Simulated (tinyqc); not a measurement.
Germanium share from the critical thickness.

Inverse problem. Critical thickness (Matthews-Blakeslee, 60-degree dislocations): h = bv (1 - nu/4)[ln(h/bv) + 1]/(4 pi e_par (1 + nu)), nu = c12/(c11 + c12). e_par = b1 x. Find e_par and x.

Inputs (values chosen for the exercise):
- b1 = 0.0418 (lattice mismatch per unit x)
- c11 = 165 GPa (elastic constant)
- c12 = 62.6 GPa (elastic constant)
- bv = 0.384 nm (Burgers vector)

critical thickness = 13.532721 nm

Solution. For given h the relation is explicit in the strain.

e_par = 0.7524 %
x = 0.1800

tinyqc, about 0.02 s, one thread, Intel Xeon 2.30GHz (shared host): `OMP_NUM_THREADS=1 python tinyqc.py 2530048 2530049 out.jsonl`
